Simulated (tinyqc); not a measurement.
What moves the results: six-band hole subbands of a thin body in a field. A value that a table varies takes the place of the one given here.

Basis X, Y, Z times spin, hole energies counted downwards from the unstrained edge (the hydrostatic shift is left out), c = hbar^2/2m0. For a symmetric tensor T let C(T) have C_XX = L Txx + M (Tyy + Tzz), C_XY = N Txy (cyclic), L = c (g1 + 4 g2), M = c (g1 - 2 g2), N = 6 c g3. k = q + kz n, n the unit normal, q = k1 u + k2 v with u along the channel [1-10] and v = n x u. H = C(k k^T) + (Dso/3)(1 - L.sigma) - B + e F z with (L_k)_ij = -i epsilon_kij; B is the block C built from the traceless strain with 2b, -b and sqrt(3) d in place of L, M, N. Strain: exx = eyy = (s11 + s12) sx/2, ezz = s12 sx, exy = -s44 sx/4. Hard walls at z = 0 and t; basis sin(j pi z/t), j = 1 to Nz: kz^2 = (j pi/t)^2, kz = -i D with D_jl = 4 j l/(t (j^2 - l^2)), z_jj = t/2 and z_jl = -8 t j l/(pi (j^2 - l^2))^2 for j + l odd; 1 MV/cm = 0.01 eV/angstrom.

Nz = 14. E1 is the top subband at q = 0, gap the distance to the next pair, and the masses are c q^2/(E(q) - E1) at |q| = 0.02 1/angstrom (mean of the spin pair) along the channel [1-10] and across it in the plane; a dash marks a band that does not rise.

Constants: hbar^2/2m0 = 3.80998211 eV angstrom^2.

Values chosen for the exercise (near those of a p-type Si channel; shifted at random, so the results belong to these values and not to a real crystal): g1 = 4.29 (Luttinger gamma1); g2 = 0.34 (gamma2); g3 = 1.45 (gamma3); Dso = 0.043 eV (spin-orbit splitting); b = -2.09 eV (tetragonal potential); d = -4.76 eV (trigonal potential); S = (7.61, -2.12, 12.79) 1/TPa (compliances s11, s12, s44); face = 111 (surface); t = 30 angstrom (body thickness); F = 0.2 MV/cm (field across the body); sx = 1 GPa (stress along the channel [1-10], negative in compression).

## Stress along the channel

Each row has its own sx.

Results:

| sx (GPa) | E1 (meV) | gap (meV) | m channel | m across |
|---|---|---|---|---|
| -3.0 | -9.4 | 168.5 | 0.131 | 1.264 |
| -2.0 | 26.5 | 114.2 | 0.135 | 1.176 |
| -1.0 | 61.5 | 61.9 | 0.145 | 0.920 |
| -0.5 | 77.3 | 39.1 | 0.166 | 0.627 |
| 0.0 | 87.4 | 27.5 | 0.283 | 0.285 |
| 0.5 | 86.0 | 39.0 | 0.550 | 0.168 |
| 1.0 | 79.0 | 61.8 | 0.669 | 0.152 |

How do the results move?

Under 2 GPa of compression the channel mass goes from 0.283 to 0.135 m0, the mass across from 0.285 to 1.176; the gap to the next subband is 114, 27 and 62 meV at -2, 0 and +1 GPa. The lightest channel mass of the table, 0.131 m0, is at -3.0 GPa.

## Surface orientation and number of bands

Three faces, six bands; and four bands, with Dso set to 1000 eV.

Results:

| case | E1 (meV) | gap (meV) | m channel | m across |
|---|---|---|---|---|
| (001) 6 bands | 173.7 | 52.8 | 2.122 | 0.180 |
| (001) 4 bands | 185.2 | 47.6 | 0.638 | 0.207 |
| (110) 6 bands | 86.7 | 41.0 | 0.115 | 0.277 |
| (110) 4 bands | 115.7 | 186.3 | 0.152 | 0.271 |
| (111) 6 bands | 79.0 | 61.8 | 0.669 | 0.152 |
| (111) 4 bands | 95.1 | 176.0 | 0.194 | 0.176 |

What does this show, and why?

With six bands the top subband is shallowest on (111) (79.0 meV) and deepest on (001). Without the stress E1 would be 180.6, 51.1 and 87.4 meV, so the stress moves it by -6.8, 35.7 and -8.4 meV. The lightest channel mass is on (110) (0.115 m0). Dropping the split-off band moves E1 by 11.5, 29.0 and 16.1 meV and the gap by -5.2, 145.3 and 114.2 meV on the three faces, with Dso = 43 meV.

## What each parameter does

Six bands. Each row changes one parameter from the base and keeps the others.

Results:

| case | E1 (meV) | gap (meV) | m channel (m0) | m across (m0) |
|---|---|---|---|---|
| base | 79.0 | 61.8 | 0.669 | 0.152 |
| t = 40 angstrom | 61.9 | 61.1 | 0.592 | 0.151 |
| F = 0.5 MV/cm | 120.5 | 61.8 | 0.675 | 0.152 |
| sx = 0.5 GPa | 86.0 | 39.0 | 0.550 | 0.168 |
| g3 = 1.35 | 87.4 | 61.7 | 0.526 | 0.147 |
| g2 = 0.39 | 79.0 | 61.8 | 0.641 | 0.148 |
| Dso = 0.065 eV | 82.2 | 68.4 | 0.563 | 0.157 |
| d = -3.81 eV | 80.3 | 55.7 | 0.656 | 0.153 |

How do the results move?

The largest shifts from the base row, up to three for each result and ties (the steps differ in size, so this ranks the rows, not the parameters). E1 (meV): F +41.5, t -17.1, g3 +8.4; unchanged at the printed digits by g2. gap (meV): sx -22.8, Dso +6.6, d -6.1; unchanged at the printed digits by F and g2. m channel (m0): g3 -0.143, sx -0.119, Dso -0.106. m across (m0): sx +0.017, Dso +0.005, g3 -0.004, g2 -0.004; unchanged at the printed digits by F.

(tinyqc, `OMP_NUM_THREADS=1 python tinyqc.py 1282122 1282123 out.jsonl`, Intel(R) Xeon(R) Processor @ 2.30GHz, 1 thread, shared host, about 0.4 s.)
